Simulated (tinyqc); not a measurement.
Inside a calculation: Koster-Slater impurity in an sp3s* host. Values are carried at full precision from step to step, so a last printed digit may differ when a step is redone from the rounded ones.

sp3s* tight binding, nearest neighbours only: anion (a) at 0, cation (c) at a/4 (1,1,1), orbitals s, px, py, pz, s* on each; k in units of 2 pi/a. With phases e_j = exp(i (pi/2) k.n_j) for n = (1,1,1), (1,-1,-1), (-1,1,-1), (-1,-1,1): g0 = (e1+e2+e3+e4)/4, g1 = (e1+e2-e3-e4)/4, g2 = (e1-e2+e3-e4)/4, g3 = (e1-e2-e3+e4)/4. The diagonal holds the levels Esa, Epa, Exa (s*) and Esc, Epc, Exc. Anion-cation block: <sa|sc> = Vss g0; <sa|xc> = Vsapc g1; <xa|sc> = -Vscpa g1; <xa|xc> = Vxx g0; <xa|yc> = <ya|xc> = Vxy g3, <xa|zc> = <za|xc> = Vxy g2, <ya|zc> = <za|yc> = Vxy g1; <s*a|xc> = Vxapc g1; <xa|s*c> = -Vpaxc g1; y and z take g2 and g3 in place of g1; s-s* and s*-s* vanish.

Parameters, chosen for this exercise (out of a larger set: near a published set for diamond; not measured data):
- p = (-4.551, 3.827, -4.551, 3.827, 11.328, 11.328, -22.782, 3.851, 11.677, 15.264, 15.264, 8.219, 8.219) eV (order Esa, Epa, Esc, Epc, Exa, Exc, Vss, Vxx, Vxy, Vsapc, Vscpa, Vxapc, Vpaxc)
- N = 5 (mesh)
- V = 35.8 eV (shift of the p levels)

## The gap of the host

Gaps from the top of the valence band to Gamma, to the minimum on (x,0,0) from 0.5 to 1, and to L; the smallest is Eg.

top of the valence band on the scale of the parameters = -0.0240 eV

gaps (eV): Gamma 7.7020, Delta 5.3232, L 7.5856

Eg (smallest gap of the host) = 5.3232 eV

## Where the weight lies

A defect on a cation site (c) shifts the s level there by Vs or the three p levels by Vp and leaves the rest. A level in the gap solves 1/Vs = G_s(E) (symmetry A1) or 1/Vp = G_p(E) (T2, threefold), with G(E) = (1/N^3) sum over k and bands of w/(E - e), where w is the weight of the state on the s orbital of that site, or the mean weight on its px, py, pz. Mesh: k = f1 (-1,1,1) + f2 (1,-1,1) + f3 (1,1,-1), f = (j + 1/2)/N, j = 0 to N - 1. Energies from the top of the valence band at Gamma; the s* orbital of the site is left as it is. An infinite shift removes the s or p orbitals, the model of the ideal vacancy: G(E) = 0.

For each band: mean energy over the mesh and summed weights; each column of weights adds to one.

Bands:

| band | mean energy (eV) | s weight | p weight |
|---|---|---|---|
| 1 | -21.553 | 0.3933 | 0.0337 |
| 2 | -12.634 | 0.1603 | 0.1050 |
| 3 | -6.084 | 0.0071 | 0.1640 |
| 4 | -4.925 | 0.0030 | 0.1654 |
| 5 | 6.524 | 0.0613 | 0.0518 |
| 6 | 9.466 | 0.1342 | 0.0283 |
| 7 | 12.750 | 0.0008 | 0.1630 |
| 8 | 13.837 | 0.0130 | 0.1387 |
| 9 | 18.631 | 0.0989 | 0.0693 |
| 10 | 20.743 | 0.1280 | 0.0808 |

The filled bands hold 0.564 of the s orbital and 0.468 of each p orbital of the cation. Filled states add positive terms to G in the gap and empty ones negative terms.

## Green functions across the gap

G at nine energies E = Eg j/8.

G(E) (1/eV):

| E (eV) | G_s | G_p |
|---|---|---|
| 0.0000 | -0.00391 | 0.04795 |
| 0.6654 | -0.00809 | 0.02918 |
| 1.3308 | -0.01260 | 0.01689 |
| 1.9962 | -0.01768 | 0.00656 |
| 2.6616 | -0.02366 | -0.00315 |
| 3.3270 | -0.03111 | -0.01319 |
| 3.9924 | -0.04118 | -0.02475 |
| 4.6578 | -0.05676 | -0.04052 |
| 5.3232 | -0.09247 | -0.07491 |

Both fall with E, as dG/dE = -sum w/(E - e)^2 demands. G_s keeps its sign, so the vacancy has no level of this symmetry in the gap. G_p changes sign, so the vacancy has a level of this symmetry in the gap.

## A first estimate from the table

A defect that shifts the p level of its cation site by V has a level where the host Green function G_p(E) equals 1/V; E is counted from the top of the valence band. Find it by linear interpolation between the two rows that bracket it.

1/V = 0.02793 1/eV
estimated level = 0.733 eV

## The level and its weight on the defect

Solve by bisection with the full sum. The weight of the bound state on the shifted orbital is G^2/(-G'), which is also dE/dV.

level = 0.7250 eV
G'(E) = -0.02055 1/eV^2
weight on the defect orbital = 0.0380

The level lies 0.725 eV above the valence band and 4.598 eV below the conduction band. Only 3.8 % of it sits on the shifted orbital, the rest on other orbitals, so a shift of 1 eV moves the level by about 38 meV.

## Checks

- Sum of the s weights over all bands against one: both 1.00000.
- First moment of the s weights against the s level of the site, on the scale of the parameters: both -4.55100.

(tinyqc, `OMP_NUM_THREADS=1 python tinyqc.py 1482694 1482695 out.jsonl`, Intel(R) Xeon(R) Processor @ 2.30GHz, 1 thread, shared host, about 0.01 s.)
